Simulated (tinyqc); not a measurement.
# Contact resistivity and sheet resistance from two contact lengths

Inverse problem. Rc = [sqrt(rc Rsh)/Wc] coth(Lc/(2 LT)), LT = sqrt(rc/Rsh), Wc = 60 nm; the second contact is twice as long as the first. Find LT, rc and Rsh.

Rc for Lc = 28 and 56 nm (ohm): [151.767423, 88.6225013]

Answer. With t = tanh(Lc/(2 LT)) for the shorter contact, the resistance of the longer over that of the shorter is (1 + t^2)/2. Then sqrt(rc Rsh) = Rc t Wc, and rc and Rsh follow by multiplying and dividing by LT.

LT = 32.16 nm
rc = 1.200e-9 ohm cm^2
Rsh = 116.0 ohm

Computed by the program tinyqc: `OMP_NUM_THREADS=1 python tinyqc.py 2170038 2170039 out.jsonl`, one thread of a shared Intel Xeon 2.30GHz, about 0.06 s for the whole run.
